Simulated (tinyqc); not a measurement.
Thickness from two neighbouring fringes.

Problem. At normal incidence a transparent film with an index between those of air and substrate, taken as constant, has reflectance minima at 2 n1 d = (m + 1/2) lam (small phase shifts at the substrate neglected). Find d and the order m of the shorter wavelength.

Inputs (values chosen for the exercise): index of the transparent film n1 = 1.448.

wavelengths of two neighbouring reflectance minima (nm): 535  617.30769

Answer. Neighbouring orders differ by one: 2 n1 d (1/lam1 - 1/lam2) = 1.

d = 1.39e3 nm
m = 7

Program tinyqc, `OMP_NUM_THREADS=1 python tinyqc.py 2870170 2870171 out.jsonl`; Intel Xeon 2.30GHz, shared host, one thread, about 0.01 s.
